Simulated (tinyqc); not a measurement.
Polar nitride quantum well with polarisation fields, step by step. Values are carried at full precision from step to step, so a last printed digit may differ when a step is redone from the rounded ones.

Growth along [0001]. e_par = (a_sub - a)/a, Ppz = 2 e_par (e31 - e33 C13/C33), P = Psp + Ppz in each layer; strain relaxation and the strain shift of the gaps are left out, although thick layers with more than about 1 % mismatch would relax.

Constants: hbar^2/2m0 = 3.80998211 eV angstrom^2; hc = 1239.841984 eV nm.

Inputs chosen for the exercise (near those of a GaN well in AlN; not measured data): a_w = 3.189 angstrom (lattice constant a, well); a_b = 3.112 angstrom (lattice constant a, barrier); a_sub = 3.189 angstrom (in-plane lattice constant of the stack); Psp_w = -0.0341 C/m^2 (spontaneous polarisation); Psp_b = -0.0898 C/m^2 (spontaneous polarisation); e31_w = -0.329 C/m^2; e31_b = -0.514 C/m^2; e33_w = 0.652 C/m^2; e33_b = 1.509 C/m^2; C_w = 0.268 (C13/C33); C_b = 0.293 (C13/C33); Lw = 44 angstrom (well width); Lb = 125 angstrom (barrier width); eps_w = 10.2 (dielectric constant); eps_b = 10.1 (dielectric constant); Eg = 3.44 eV (gap of the well); Vc = 1.85 eV (conduction offset); Vv = 0.87 eV (valence offset); me = 0.2 m0 (electron, well); meb = 0.32 m0 (electron, barrier); mh = 1.88 m0 (hole, everywhere).

## Strain and polarisation

Give strain and polarisation of well and barrier; the bound sheet charge is |P_w - P_b|/e with e = 1.602176634e-19 C.

Layers:

| layer | e_par | Ppz (C/m^2) | P (C/m^2) |
|---|---|---|---|
| well | 0.00000 | 0.00000 | -0.03410 |
| barrier | 0.02474 | -0.04732 | -0.13712 |

sheet charge = 6.430 x 1e13/cm^2

Of P_w - P_b = +0.1030 C/m^2 the piezoelectric part gives +0.0473 and the spontaneous part +0.0557.

## Built-in fields

In a periodic stack without free charge the potential drop over a period vanishes: F_w = (P_b - P_w) Lb/(eps0 (eps_w Lb + eps_b Lw)), F_b = -F_w Lw/Lb, eps0 = 8.8541878e-12 F/m; 1 MV/cm = 1e8 V/m = 0.01 V/angstrom.

Give both fields and the drop |F_w| Lw across the well.

F_w = -8.458 MV/cm
F_b = 2.977 MV/cm
drop = 3.722 eV

## Levels with and without the field

Envelope functions on cells of 0.25 angstrom over barrier, well, barrier (widths Lb, Lw, Lb), psi = 0 beyond, psi'/m continuous (mean mass between points), c = hbar^2/2m0. With u(z) the integral of e F (F_w in the well, F_b = -F_w Lw/Lb in the barriers, 1 MV/cm = 0.01 V/angstrom), zero at the centre of the well, the electron sees u plus Vc in the barriers and the hole -u plus Vv. The transition is Eg + E_e + E_h; excitons are left out.

Ground states of electron and hole, their centres, the squared overlap, the transition and its wavelength hc/E.

Results:

| case | E_e (eV) | E_h (eV) | <z>_e | <z>_h | overlap^2 | E (eV) | nm |
|---|---|---|---|---|---|---|---|
| no field | 0.0692 | 0.0090 | 0.0 | 0.0 | 0.991 | 3.5182 | 352.4 |
| built-in field | -0.9913 | -1.4293 | 16.6 | -19.3 | 1.59e-07 | 1.0194 | 1216.2 |

The field shifts the line by -2499 meV, below the gap of the well material, pulls the carriers 35.9 angstrom apart and, with the rate proportional to overlap^2, lengthens the radiative lifetime by a factor 6.24e+06.

## Estimate from two triangular wells

For a strong field: E = Eg - |e F_w| Lw + a0 (c (e F_w)^2)^(1/3) (me^(-1/3) + mh^(-1/3)), a0 = 2.338107, hard walls, c = hbar^2/2m0, 1 MV/cm = 0.01 V/angstrom.

electron term = 1.2032 eV
hole term = 0.5701 eV
E = 1.4917 eV

Both terms lie below the drop across the well, but the estimate also takes the near wall as infinitely high. Against the grid result 1.0194 eV the estimate errs by +472 meV: +334 from the electron and +139 from the hole, since hard walls stand in for offsets of 1.85 and 0.87 eV into which the carriers leak.

## Checks

- Electron level without field against the matching condition of the square well, eV: both 0.069.

tinyqc: `OMP_NUM_THREADS=1 python tinyqc.py 1282411 1282412 out.jsonl`; about 0.1 s, one thread, shared Intel(R) Xeon(R) Processor @ 2.30GHz.
